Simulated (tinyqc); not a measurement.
Inside a calculation. Model: pair-potential crystal by lattice sums. Computed by tinyqc, a small Python program that keeps every step. Command: `OMP_NUM_THREADS=1 python tinyqc.py 3013884 3013885 out.jsonl pairsum walk`. One thread of a shared host (Intel(R) Xeon(R) Processor @ 2.30GHz), about 0.01 s of CPU time with the checks. Intermediate numbers are printed to about 7 digits and carried at full precision; extremes and crossings named in words are read from the listed rows.

Energy per atom E = (1/2) sum over neighbours of phi(r); d is the nearest-neighbour distance.

Inputs (values chosen for the exercise, for model atoms):

| quantity | value | unit |
|---|---|---|
| well depth eps | 0.0674 | eV |
| pair minimum r0 | 2.61 | angstrom |
| cut-off r_c/r0 | 2.12 | - |
| trial neighbour distance d/r0 | 0.989 | - |
| stiffness alpha r0 | 4.4 | - |

Potential: Morse. Structure: hcp.

Constants: 1 eV/angstrom^3 = 160.2176634 GPa.

## Shell sums at the trial distance

phi0(r) = eps [exp(-2 alpha (r - r0)) - 2 exp(-alpha (r - r0))]; shifted-force cut-off: phi(r) = phi0(r) - phi0(r_c) - (r - r_c) phi0'(r_c) for r < r_c, zero beyond. Shells (distance in units of d, count): fcc 1.0000 (12), 1.4142 (6), 1.7321 (24), 2.0000 (12), 2.2361 (24), 2.4495 (8), 2.6458 (48), 2.8284 (6), 3.0000 (36), 3.1623 (24); hcp 1.0000 (12), 1.4142 (6), 1.6330 (2), 1.7321 (18), 1.9149 (12), 2.0000 (6), 2.2361 (12), 2.3805 (12), 2.4495 (6), 2.5166 (6), 2.5820 (12), 2.6458 (24), 2.7080 (6), 2.8868 (12), 3.0000 (12), 3.1091 (24), 3.1623 (12); bcc 1.0000 (8), 1.1547 (6), 1.6330 (12), 1.9149 (24), 2.0000 (8), 2.3094 (6), 2.5166 (24), 2.5820 (24), 2.8284 (24), 3.0000 (32); sc 1.0000 (6), 1.4142 (12), 1.7321 (8), 2.0000 (6), 2.2361 (24), 2.4495 (24), 2.8284 (12), 3.0000 (30), 3.1623 (24); diamond 1.0000 (4), 1.6330 (12), 1.9149 (12), 2.3094 (6), 2.5166 (12), 2.8284 (24), 3.0000 (16). Volumes per atom in d^3: fcc 0.70711, hcp 0.70711, bcc 0.76980, sc 1.00000, diamond 1.53960; hcp has the ideal c/a. Every shell inside the cut-off is summed. List each shell within the cut-off.

Shells:

| shell | count | r (angstrom) | phi (eV) | phi' (eV/angstrom) | phi'' (eV/angstrom^2) |
|---|---|---|---|---|---|
| 1 | 12 | 2.581290 | -0.06143949 | -0.01346181 | 0.4419806 |
| 2 | 6 | 3.650495 | -0.01726225 | 0.03088872 | -0.0433525 |
| 3 | 2 | 4.215229 | -0.00557763 | 0.01253154 | -0.0221707 |
| 4 | 18 | 4.470925 | -0.00301608 | 0.00780192 | -0.0151849 |
| 5 | 12 | 4.942794 | -0.00067798 | 0.00273125 | -0.0072113 |
| 6 | 6 | 5.162580 | -0.00023288 | 0.00139843 | -0.0050414 |

## Energy and virial pressure

E = (1/2) sum count x phi; P = -(1/(6 Omega)) sum count x r phi', Omega = 0.707107 d^3.

energy at the trial distance = -0.4579126 eV/atom

pressure at the trial distance = -2.631281 GPa

The pressure is negative, so the lattice wants to contract.

## Equilibrium

Equilibrium: dE/dd = 0 at the lowest minimum with d between 0.78 r0 and 1.45 r0; B = d^2 E''(d)/(9 Omega). Unrelaxed vacancy: removing an atom breaks its bonds (2|E|) and placing it on the surface returns |E|, so E_v = |E|.

equilibrium distance d = 2.481575 angstrom

energy per atom = -0.4705963 eV

bulk modulus B = 30.91113 GPa

unrelaxed vacancy energy = 0.4705963 eV

d is 4.9 % shorter than r0, because further shells pull and the first shell must push back.

## Ranking of structures

The formulas are those given above.

Each structure at its own equilibrium:

| structure | neighbours | d (angstrom) | E (eV/atom) | volume (angstrom^3) | B (GPa) |
|---|---|---|---|---|---|
| fcc | 12 | 2.483324 | -0.4702969 | 10.82892 | 30.88799 |
| hcp | 12 | 2.481575 | -0.4705963 | 10.80605 | 30.91113 |
| bcc | 8 | 2.414181 | -0.4640770 | 10.83147 | 30.35507 |
| sc | 6 | 2.361756 | -0.3384477 | 13.17361 | 17.45100 |
| diamond | 4 | 2.405411 | -0.1736724 | 21.42773 | 5.67819 |

The order is hcp < fcc < bcc < sc < diamond; hcp lies 0.30 meV below fcc. fcc (-0.470297 eV) and hcp (-0.470596 eV) share two shells and differ from the third on. Pair forces reward the number of bonds: diamond reaches only 37 % of the best binding. Caution: each structure is relaxed in d alone and may be unstable against shear; the tiny fcc-hcp difference depends on the cut-off.

Checks made by the program: virial pressure against -dE/dV (relative difference 5e-09).
